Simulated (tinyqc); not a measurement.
Inside a calculation: heavy doping: gap narrowing, degeneracy and the minority density. Values are carried at full precision from step to step, so a last printed digit may differ when a step is redone from the rounded ones.

Empirical narrowing (Slotboom form, constants chosen for the exercise; published fits of this form give the apparent narrowing, here it is taken as the true one): dEg = E0 [ln(N/N0) + sqrt(ln(N/N0)^2 + C)].

Constants: kB = 8.617333262e-05 eV/K; e^2/(4 pi eps0) = 14.39964547 eV angstrom.

Parameters, chosen for this exercise (gap and densities of states near those of Ge at this temperature; narrowing constants of the size fitted for Si, not for this material; the results hold for these values, not for the real material): N = 1.2e+18 1/cm^3 (ionised acceptors, equal to the majority density); E0 = 9.12 meV (narrowing scale); N0 = 1.6e+17 1/cm^3 (onset density); C = 0.5 (smoothing constant); Nv = 5.11e+18 1/cm^3 (valence-band density of states); Eg = 0.671 eV (gap); Nc = 1.02e+19 1/cm^3 (conduction-band density of states); T = 300 K; eps = 15.6 (dielectric constant); Mv = 1 (majority valleys).

## Gap narrowing

Evaluate at N.

ln(N/N0) = 2.0149
dEg (empirical fit) = 37.85 meV

Well above N0 each decade of doping adds 2 E0 ln 10 = 42.0 meV.

## Degeneracy of the majority band

F_j(eta) = (1/Gamma(j + 1)) integral_0^infinity x^j dx/(1 + exp(x - eta)), which tends to exp(eta) for eta << 0.

Majority: N = Nv F_1/2(eta), eta the distance of EF beyond the majority band edge in kT. Degeneracy factor gam = F_1/2(eta)/exp(eta). ni0^2 = Nc Nv exp(-Eg/kT); product n p = ni0^2 gam exp(dEg/kT), dEg the true narrowing; apparent narrowing dEa = dEg + kT ln gam; minority density = n p/N.

Solve for eta and form gam.

N/Nv = 0.2348
eta = -1.3661
gam = 0.9206

## Product and minority density

Combine both effects.

ni0 = 1.67e+13 1/cm^3
exp(dEg/kT) = 4.32
dEa = 35.7 meV
sqrt(n p) = 3.33e+13 1/cm^3
minority density = 9.24e+08 1/cm^3

Narrowing multiplies the product by 4.32 and degeneracy by 0.921; together they change the minority density by a factor 3.98 against ni0^2/N.

## Two estimates of the size

Two physical estimates, e2 = e^2/(4 pi eps0), N in 1/angstrom^3: exchange shift at the Fermi level, Ex = (e2/eps) kF/pi with kF = (3 pi^2 N/Mv)^(1/3); screened-pair energy (Lanyon-Tuft), Es = (3/4)(e2/eps) qs with qs^2 = (4 pi e2 N/(eps kT)) F_-1/2(eta)/F_1/2(eta).

Evaluate both at N.

kF = 0.03288 1/angstrom
Ex = 9.66 meV
Es = 15.44 meV

Against the fitted dEg = 37.9 meV, Ex is 0.26 and Es 0.41 times as large; each keeps one mechanism only, and Ex assumes a strongly degenerate gas, while here eta is only -1.37.

## Checks

- Minority density against the Boltzmann occupation of the other band at the narrowed gap (1/cm^3): both 9.235e+08.

Run: tinyqc, `OMP_NUM_THREADS=1 python tinyqc.py 1682763 1682764 out.jsonl`; Intel(R) Xeon(R) Processor @ 2.30GHz, one thread, shared host; about 0.01 s of CPU time with all checks.
